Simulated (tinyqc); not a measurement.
Two-band k.p model of the Delta valleys near the X point under shear strain: one step. The Hamiltonian at one k. Two cases, with inputs chosen for the exercise.

Problem. Fill in the 2 x 2 matrix (sigma_z diagonal) and give its levels.

Valley pair on the [001] axis, kz counted from the X point, c = hbar^2/2m0, k0 = kx0 2 pi/a. H = (c kz^2/ml + c (kx^2 + ky^2)/mt + c k0^2/ml) 1 + (2 c k0 kz/ml) sigma_z + (D exy - 2 c kx ky/Mp) sigma_x, so E = c kz^2/ml + c (kx^2 + ky^2)/mt + c k0^2/ml -/+ sqrt((2 c k0 kz/ml)^2 + (D exy - 2 c kx ky/Mp)^2). Without strain the lower band has its minima, E = 0, at kz = +/- k0. Shifts from diagonal strain are left out.

Constants: hbar^2/2m0 = 3.80998211 eV angstrom^2.

Case 1.

Values chosen (near those of Si; shifted at random, so the results belong to these values and not to a real crystal):
- a = 5.43 angstrom (lattice constant)
- ml = 0.933 m0 (longitudinal mass)
- mt = 0.202 m0 (transverse mass)
- kx0 = 0.143 2 pi/a (distance of the minimum from X)
- D = 14.1 eV (shear deformation potential)
- Mp = 0.244 m0 (coupling mass)
- exy = 0.0082 (shear strain)
- k = (0.078, 0.039, 0.181) 1/angstrom (wave vector from X)

Case 2.

Values chosen (near those of Si; shifted at random, so the results belong to these values and not to a real crystal):
- a = 5.437 angstrom (lattice constant)
- ml = 0.926 m0 (longitudinal mass)
- mt = 0.194 m0 (transverse mass)
- kx0 = 0.145 2 pi/a (distance of the minimum from X)
- D = 12.7 eV (shear deformation potential)
- Mp = 0.235 m0 (coupling mass)
- exy = 0.0019 (shear strain)
- k = (0.041, 0.052, 0.182) 1/angstrom (wave vector from X)

Give: H(k); levels.

Solution.

Case 1.

H(k) (eV):
```
        1       2
1  0.6336  0.0206
2  0.0206  0.1444
```

levels (eV): 0.1436  0.6345

Case 2.

H(k) (eV):
```
         1        2
1   0.5889  -0.0450
2  -0.0450   0.0870
```

levels (eV): 0.0830  0.5929

Computed by tinyqc, one run a case: `OMP_NUM_THREADS=1 python tinyqc.py N N+1 out.jsonl` with N = 1050045, 1050409; one thread of a shared Intel(R) Xeon(R) Processor @ 2.30GHz, about 0.01 s a run at most.
